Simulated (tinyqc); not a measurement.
Free and trapped electrons in a MOS channel with a dense trap tail: two steps of the calculation.

p-type body, charge-sheet picture, full ionisation (an idealisation for deep acceptors), Boltzmann statistics for free electrons. e = Ec - EF at the surface. Acceptor-like traps of density D(E) = D0 + De exp(-E/Ew) at depth E below Ec, from 0 to Eu, hold n_t = integral of D(E)/(1 + exp((e - E)/Vt)). psi = Eg - Vt ln(Nv/Na) - e; N_dep = sqrt(2 eps0 eps_r Na (psi - Vt)/q); n_f = sqrt(N_dep^2 + 2 eps0 eps_r Vt Nc exp(-e/Vt)/q) - N_dep; Vg = Vfb + psi + q (N_dep + n_t + n_f)/Cox, Cox = eps0 eox/tox.

Values chosen for this exercise; band and dielectric values close to those of 4H silicon carbide:
- T = 300 K (temperature)
- Eg = 3.23 eV (band gap)
- eps_r = 9.51 (relative permittivity)
- Nc = 1.7e19 cm^-3 (conduction-band density of states at T)
- Nv = 2.45e19 cm^-3 (valence-band density of states at T)
- eox = 3.9 (relative permittivity of the insulator)
- tox = 30 nm (insulator thickness)
- Na = 1.3e17 cm^-3 (acceptor density)
- Vfb = -2.03 V (flat-band voltage without trapped charge)
- D0 = 1.4e10 cm^-2 eV^-1 (constant background density of acceptor-like traps)
- De = 6.2e13 cm^-2 eV^-1 (density of the tail at the conduction edge)
- Ew = 0.13 eV (decay energy of the tail)
- Eu = 0.89 eV (depth below Ec down to which the traps reach)
- mf = 130 cm^2/(V s) (mobility of free electrons)
- e = 0.075 eV (Ec - EF at the surface)

Constants: q = 1.602176634e-19 C, kB = 1.380649e-23 J/K, Vt = kB T/q, eps0 = 8.8541878128e-14 F/cm where lengths are in cm. Results are converted to the units shown.

Question 1. Trapped charge. Trapezoid rule on 13 equal steps from 0 to Eu, f = 1/(1 + exp((e - E)/Vt)).

Find: E; D(E) f; n_t.

Answer 1.

```
point    E (eV)  D(E) f (cm^-2 eV^-1)
0             0             3.2308e12
1      0.068462             1.6012e13
2       0.13692             1.9832e13
3       0.20538             1.2704e13
4       0.27385             7.5536e12
5       0.34231             4.4687e12
6       0.41077             2.6450e12
7       0.47923             1.5679e12
8       0.54769             9.3170e11
9       0.61615             5.5599e11
10      0.68462             3.3409e11
11      0.75308             2.0305e11
12      0.82154             1.2565e11
13      0.89000             7.9939e10
```

n_t = 4.6957e12 cm^-2

Question 2. Charges and gate voltage. psi, N_dep, n_f and Vg as defined, with the n_t given; free share n_f/(n_f + n_t); apparent mobility mf n_f/(n_f + n_t); gate voltage spent on traps q n_t/Cox.

n_t = 4.6956810e12 cm^-2

Give: psi; N_dep; n_f; Vg; free share; apparent mobility; gate voltage spent on traps.

Answer 2.

psi = 3.0196 V
N_dep = 2.0226e12 cm^-2
n_f = 6.1820e10 cm^-2
Vg = 10.427 V
free share = 1.2994 %
apparent mobility = 1.6892 cm^2/(V s)
gate voltage spent on traps = 6.5361 V

tinyqc, about 0.03 s, one thread, Intel Xeon 2.30GHz (shared host): `OMP_NUM_THREADS=1 python tinyqc.py 2222016 2222017 out.jsonl`
